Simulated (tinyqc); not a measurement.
## Sneak paths and read margin

Worst-case read of an N x N array without selectors, ideal wires, unselected lines floating and all unselected cells in the low state with resistance K Ron: the sneak path is Rsn = K Ron [2/(N - 1) + 1/(N - 1)^2], in parallel with the selected cell Rc. A sense resistor Ron to ground gives Vout = Vr Ron/(Ron + Rc Rsn/(Rc + Rsn)); margin = [Vout(Rc = Ron) - Vout(Rc = ra Ron)]/Vr.

Inputs (values chosen for the exercise): resistance of the low state Ron = 5 kohm; ratio Roff/Ron ra = 10; factor by which unselected cells are more resistive K = 5; read voltage Vr = 0.3 V.

Result of one run:

| N | Rsn (kohm) | Vout, low state (mV) | Vout, high state (mV) | margin (%) |
|---|---|---|---|---|
| 3 | 31.25 | 161.1 | 61.90 | 33.07 |

What becomes of these results when the array size N is changed from 3 to 16, all else the same?

Result of the changed run:

| N | Rsn (kohm) | Vout, low state (mV) | Vout, high state (mV) | margin (%) |
|---|---|---|---|---|
| 16 | 3.444 | 213.1 | 182.4 | 10.22 |

The whole series:

| N | Rsn (kohm) | Vout, low state (mV) | Vout, high state (mV) | margin (%) |
|---|---|---|---|---|
| 2 | 75.00 | 154.8 | 42.86 | 37.33 |
| 3 | 31.25 | 161.1 | 61.90 | 33.07 |
| 4 | 19.44 | 167.1 | 78.95 | 29.38 |
| 8 | 7.653 | 186.9 | 128.9 | 19.35 |
| 16 | 3.444 | 213.1 | 182.4 | 10.22 |
| 32 | 1.639 | 240.6 | 227.7 | 4.293 |
| 64 | 0.7999 | 263.6 | 259.2 | 1.484 |
| 128 | 0.3953 | 279.5 | 278.2 | 0.4468 |
| 256 | 0.1965 | 289.1 | 288.7 | 0.1235 |

The margin falls from 37.3 to 0.123 %; a lone cell has 40.9 %. It first drops below 10 % at N = 32 among the rows, where Rsn = 0.33 Ron. Between the last two rows it goes as N^(-1.86).

tinyqc, about 0.02 s, one thread, Intel Xeon 2.30GHz (shared host): `OMP_NUM_THREADS=1 python tinyqc.py 2880063 2880064 out.jsonl`
